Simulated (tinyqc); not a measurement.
# CMOS latch-up, two-transistor model: effect of the resistance from the pnp collector to the npn base

A parasitic pnp (emitter at Vdd, base shunted by Rw) and npn (emitter at ground, base shunted by Rs) feed each other: the npn collector current flows out of the pnp base node, the pnp collector current into the npn base node. Forward-active transistors with constant gains: Icn = Isn exp(Vn/Vt), Icp = Isp (exp(Vp/Vt) - 1). A current Ii is injected into the npn base node.

Node equations: Vp/Rw + Icp/bp = Icn and Vn/Rs + Icn/bn = Icp + Ii. Loop gain G = gn gp/[(1/Rw + gp/bp)(1/Rs + gn/bn)], gn = Icn/Vt, gp = (Icp + Isp)/Vt; the off state ends where G = 1, and Ii there is the trigger current. On state with both base-emitter voltages at Von: npn base current Ib = (Von/Rs + bp Von/Rw)/(bn bp - 1), holding current Ih = (bn + 1) Ib + Von/Rs, holding voltage Vh = Vsat + Von + R2 (Ib + Von/Rs).

Inputs (values chosen for the exercise); values close to those of bulk CMOS:
```
symbol,value,unit,meaning
T,293,K,temperature
bn,7.6,,current gain of the npn
bp,2.5,,current gain of the pnp
Isn,3e-15,A,saturation current of the npn at T
Isp,1.1e-15,A,saturation current of the pnp at T
Rs,660,ohm,substrate resistance shunting the npn
Rw,430,ohm,well resistance shunting the pnp
Von,0.73,V,base-emitter voltage in the on state
Vsat,0.09,V,saturation voltage
Vdd,2.5,V,supply voltage
```

Constants: q = 1.602176634e-19 C, kB = 1.380649e-23 J/K, Vt = kB T/q. Results are converted to the units shown.

The same in every row: Vn at trigger (V) = 0.67750; trigger current (mA) = 1.1942; Ih (mA) = 3.6623.

Effect of the resistance from the pnp collector to the npn base:

| R2 (ohm) | Vh (V) |
|---|---|
| 5 | 0.82702 |
| 14 | 0.83965 |
| 37 | 0.87192 |
| 100 | 0.96033 |
| 270 | 1.1989 |
| 740 | 1.8584 |
| 2000 | 3.6266 |

As R2 goes from 5 to 2000 ohm, the trigger current stays at 1.19 mA, Ih stays at 3.66 mA and Vh rises from 0.827 to 3.63 V. Vh exceeds the supply Vdd = 2.5 V, which then cannot sustain a latched state, in 1 of the 7 rows.

Numbers from tinyqc (`OMP_NUM_THREADS=1 python tinyqc.py 2670117 2670118 out.jsonl`; about 0.07 s on one thread of a shared Intel Xeon 2.30GHz).
